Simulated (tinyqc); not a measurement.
MOS capacitor on an n-type substrate, surface potential from the exact charge relation: two steps of the calculation.

Uniform n-type substrate, Boltzmann statistics, full ionisation, classical densities. psi is the surface potential against the body (positive when the bands bend down) and u = -psi/Vt. Traps are spread evenly over the gap and neutral at flat band, so their charge is -q Dit psi; the minority quasi-Fermi level is shifted by Vb.

Parameters, values chosen for the exercise; band and dielectric values close to those of silicon: temperature T = 325 K; band gap Eg = 1.14 eV; relative permittivity eps_r = 11.9; conduction-band density of states at T Nc = 3.21e19 cm^-3; valence-band density of states at T Nv = 2.94e19 cm^-3; electron affinity chi = 3.98 eV; donor density of the substrate N = 9.7e17 cm^-3; relative permittivity of the gate insulator (close to silicon nitride) eox = 7.46; insulator thickness tox = 9.8 nm; gate work function phiM = 5.1 eV; fixed charge at the interface, in units of q Nf = 0 cm^-2; density of interface traps Dit = 1.8e10 cm^-2 eV^-1; reverse bias of the inversion layer against the body Vb = 0 V; gate voltage against the body Vg = -0.09 V.

Constants: q = 1.602176634e-19 C, kB = 1.380649e-23 J/K, Vt = kB T/q, eps0 = 8.8541878128e-14 F/cm where lengths are in cm. Results are converted to the units shown.

Question 1. Flat band, threshold and scales. ni = sqrt(Nc Nv) exp(-Eg/(2 Vt)), Eg in volts; phiF = Vt ln(N/ni); Cox = eps0 eox/tox; Vfb = phiM - chi - Vt ln(Nc/N) - q Nf/Cox; Q0 = sqrt(2 eps0 eps_r q N Vt); r = (ni/N)^2 exp(-Vb/Vt); VT = Vfb - [(2 phiF + Vb)(1 + q Dit/Cox) + sqrt(2 eps0 eps_r q N (2 phiF + Vb))/Cox].

Find: ni; phiF; Cox; Vfb; Q0; r; VT.

Answer 1.

ni = 4.4507e10 cm^-3
phiF = 0.47323 V
Cox = 0.67400 uF/cm^2
Vfb = 1.0220 V
Q0 = 95.771 nC/cm^2
r = 2.1053e-15
VT = -0.75453 V

Question 2. Newton step for the surface potential. u = -psi/Vt; F^2 = exp(-u) + u - 1 + r (exp(u) - u - 1); Qs = +sign(u) Q0 F; Cs = -dQs/dpsi = (Q0/Vt) |1 - exp(-u) + r (exp(u) - 1)|/(2 F). f = Vfb + psi + (q Dit psi - Qs)/Cox - Vg, f' = 1 + (Cs + q Dit)/Cox, psi(new) = psi - f/f'.

psi after iteration 1 = -0.97538318 V
Cox = 0.67400246 uF/cm^2
Vfb = 1.0219970 V
Q0 = 95.770561 nC/cm^2
r = 2.1053181e-15

Wanted: u; F; Qs; Cs; f; f'; psi after iteration 2.

Answer 2.

u = 34.827
F = 6.0528
Qs = 579.68 nC/cm^2
Cs = 1.0760 uF/cm^2
f = -0.72762 V
f' = 2.6008
psi after iteration 2 = -0.69561 V

Program tinyqc, `OMP_NUM_THREADS=1 python tinyqc.py 2060003 2060004 out.jsonl`; Intel Xeon 2.30GHz, shared host, one thread, about 0.01 s.
